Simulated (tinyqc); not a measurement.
Sweep of a biaxial (001) strain: strain-driven crossing of the Gamma and L valleys in a germanium-like crystal.

Biaxial loads: e0 is the in-plane strain e_par and the normal is free. (001): e_perp = -2 (C12/C11) e_par; exx = eyy = e_par, ezz = e_perp, no shear. (111): e_perp = -(2 C11 + 4 C12 - 4 C44)/(C11 + 2 C12 + 4 C44) e_par; exx = eyy = ezz = (2 e_par + e_perp)/3 and exy = eyz = ezx = (e_perp - e_par)/3. (110): e_perp = -(C11 + 3 C12 - 2 C44)/(C11 + C12 + 2 C44) e_par; exx = eyy = (e_par + e_perp)/2, ezz = e_par, exy = (e_perp - e_par)/2, eyz = ezx = 0. Uniaxial loads: a stress along n, scaled so that n.e.n = e0, with exx = s11 sxx + s12 (syy + szz), exy = s44 sxy/2, s11 = (C11 + C12)/((C11 - C12)(C11 + 2 C12)), s12 = -C12/((C11 - C12)(C11 + 2 C12)), s44 = 1/C44.

Edges from the unstrained valence top: Gamma at Eg + ac tr(e); an L valley with unit axis u at EgL + aL tr(e) + XuL (u.e.u - tr(e)/3), u along [111], [1-1-1], [-11-1], [-1-11]; valence edges are the levels of the 6 x 6 matrix of X, Y, Z times spin with -Dso/3 + l exx + m (eyy + ezz) on the diagonal (cyclic), n exy off it, l = av + 2 b, m = av - b, n = sqrt(3) d. Spin-orbit term (Dso/3) L.sigma on X, Y, Z with (L_k)_ij = -i epsilon_kij: <X+|H|Y+> = -i Dso/3, <X+|H|Z-> = Dso/3, <Y+|H|Z-> = -i Dso/3, <Z+|H|X-> = -Dso/3, <Z+|H|Y-> = i Dso/3, <X-|H|Y-> = i Dso/3, and their conjugates; + and - are the spin along z.

Constants: kB = 8.617333262e-05 eV/K.

Values chosen for the exercise (near those of Ge, gaps at low temperature; the results hold for these values, not for the real material): Eg = 0.902 eV (gap at Gamma to the s-like level); EgL = 0.745 eV (gap to L); Dso = 0.295 eV (spin-orbit splitting); ac = -8.27 eV (conduction deformation potential); av = 1.25 eV (valence hydrostatic potential); b = -2.52 eV (tetragonal shear potential); d = -5.27 eV (trigonal shear potential); aL = -1.58 eV (hydrostatic potential of the L edge, Xd + Xu/3); XuL = 16.9 eV (uniaxial potential, L); C11 = 127.5 GPa; C12 = 48.2 GPa; C44 = 68 GPa; load = biaxial (001) (kind of strain); mG = 0.0408 m0 (mass at Gamma); mL = 0.562 m0 (density-of-states mass of the four L valleys together); T = 77 K (temperature).

The valence splitting is the distance of the top two edges. Share in Gamma = mG^(3/2)/(mG^(3/2) + (mL^(3/2)/4) sum_i exp(-(E_Li - E_Gamma)/kT)).

Results:

| e0 (%) | direct gap (eV) | indirect gap (eV) | Gamma - L (meV) | valence splitting (meV) | share in Gamma (%) |
|---|---|---|---|---|---|
| 0.00 | 0.902 | 0.745 | 157 | 0 | 1.04e-10 |
| 0.34 | 0.845 | 0.717 | 129 | 32 | 7.37e-09 |
| 0.69 | 0.784 | 0.685 | 100 | 67 | 5.94e-07 |
| 1.03 | 0.723 | 0.651 | 71 | 103 | 4.22e-05 |
| 1.37 | 0.660 | 0.617 | 43 | 141 | 0.00300 |
| 1.71 | 0.595 | 0.580 | 15 | 180 | 0.213 |
| 2.06 | 0.528 | 0.542 | -14 | 221 | 14.7 |
| 2.40 | 0.462 | 0.504 | -43 | 262 | 92.4 |

Gamma drops below the lowest L valley between e0 = 1.71 and 2.06 %. The direct gap goes from 0.902 to 0.462 eV; of that change -0.156 eV comes from the rise of the valence top through the shear terms and the rest from the volume. The share in Gamma goes from 1.04e-10 to 92.4 %.

Program tinyqc; command `OMP_NUM_THREADS=1 python tinyqc.py 1050747 1050748 out.jsonl`; about 0.01 s on one thread of a shared Intel(R) Xeon(R) Processor @ 2.30GHz.
